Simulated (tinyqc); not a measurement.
# Polycrystalline film, grain-boundary barriers (Seto model): effect of the temperature

One-dimensional grains of size Lg with donors N; each boundary has Qt acceptor-like traps per area at one level Et below the band edge. Trapped electrons qt deplete a width w = qt/N (both sides together) and raise a barrier Vb = q N w^2/(8 eps0 eps_r). Current crosses the barriers by thermionic emission at small bias. Abrupt depletion, full ionisation, Boltzmann statistics.

Nc is given at 300 K and scales as (T/300 K)^1.5; mg and vc are fixed. Partly depleted grains: the density at the grain centre is n0 = N and qt = Qt/(1 + 2 (Nc/N) exp((Vb - Et)/Vt)). If that gives qt >= N Lg, the grains are fully depleted: qt = N Lg, w = Lg and n0 = 2 Nc exp((Vb - Et)/Vt)/(Qt/(N Lg) - 1). Resistivity: barriers rb = Vt exp(Vb/Vt)/(q n0 vc Lg), grain interior rg = (1 - w/Lg)/(q mg N); effective mobility 1/(q N (rb + rg)).

Values chosen for this exercise; values close to those of polycrystalline silicon: relative permittivity of the semiconductor eps_r = 11.7; grain size Lg = 400 nm; trap density at a boundary Qt = 3.4e12 cm^-2; donor density N = 5.9e17 cm^-3; mobility inside a grain mg = 170 cm^2/(V s); collection velocity at the barrier vc = 4.8e6 cm/s; conduction-band density of states at the reference temperature Nc = 2.8e19 cm^-3; trap level below the band edge Et = 0.52 eV.

Constants: q = 1.602176634e-19 C, kB = 1.380649e-23 J/K, Vt = kB T/q, eps0 = 8.8541878128e-14 F/cm where lengths are in cm. Results are converted to the units shown.

The same in every row: n0 (cm^-3) = 5.9000e17.

Result of one run:
```
T (K),w/Lg,Vb (V),resistivity (ohm cm)
370,0.12795,0.29875,20.663
```

What becomes of these results when the temperature T is changed from 370 to 310 K, all else the same?

Result of the changed run:
```
T (K),w/Lg,Vb (V),resistivity (ohm cm)
310,0.13403,0.32783,314.48
```

The whole series:
```
T (K),w/Lg,Vb (V),resistivity (ohm cm)
220,0.14159,0.36584,2.5101e5
250,0.13940,0.35463,16732
280,0.13683,0.34170,1879.5
310,0.13403,0.32783,314.48
340,0.13105,0.31344,71.506
370,0.12795,0.29875,20.663
400,0.12473,0.28393,7.2312
430,0.12142,0.26906,2.9617
```

As T goes from 220 to 430 K, the barrier falls from 0.366 to 0.269 V and the resistivity falls from 2.51e5 to 2.96 ohm cm. The grains are fully depleted in 0 of the 8 rows. The activation energy between the first two rows is 0.428 eV.

Computed by the program tinyqc: `OMP_NUM_THREADS=1 python tinyqc.py 2610119 2610120 out.jsonl`, one thread of a shared Intel Xeon 2.30GHz, about 0.01 s for the whole run.
